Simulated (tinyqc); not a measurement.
Charge control and current of a heterostructure field-effect transistor: one step, computed by the program tinyqc. Command: `OMP_NUM_THREADS=1 python tinyqc.py 3014871 3014872 out.jsonl hemt walk`. One thread of a shared host (Intel(R) Xeon(R) Processor @ 2.30GHz), about 0.01 s of CPU time with the checks.

Two subbands in a triangular well; E_F is counted from the conduction band edge of the channel at the interface.

Question. Saturation current. With V = e n_s/C_g and V_c = v_s L/mu: for v = mu F up to v_s, I/W = C_g v_s V_c (sqrt(1 + (V/V_c)^2) - 1) and V_Dsat = V + V_c - sqrt(V^2 + V_c^2); g_m = dI/dV; extrinsic g_m/(1 + g_m R_S); f_T = g_m/(2 pi C_g L).

Inputs (values chosen for the exercise, modelled on AlGaN/GaN):
```
quantity,value,unit
conduction band offset dE_c,0.42,eV
mobility mu,1600,cm^2/(V s)
saturation velocity v_s,1.3,1e7 cm/s
gate length L,740,nm
source resistance R_S,0,ohm mm
temperature T,400,K
```

Charge source: polarisation. Velocity law: two-piece.

sheet density n_s = 1.399582e+13 1/cm^2

gate capacitance C_g = 0.2205824 microfarad/cm^2

Constants: e = 1.602176634e-19 C.

Give: V; V_c; V_Dsat; saturation current I/W; intrinsic g_m; extrinsic g_m; intrinsic f_T.

Answer.

V = 10.17 V

V_c = 0.60125 V

V_Dsat = 0.5835 V

saturation current I/W = 2748 mA/mm

intrinsic g_m = 286.3 mS/mm

extrinsic g_m = 286.3 mS/mm

intrinsic f_T = 27.91 GHz

V/V_c = 16.91: velocity saturation rules; I is 94 % of e n_s v_s = 2920 mA/mm. Caution: E_F lies above the conduction band minimum of the barrier, so electrons would spill into the barrier.
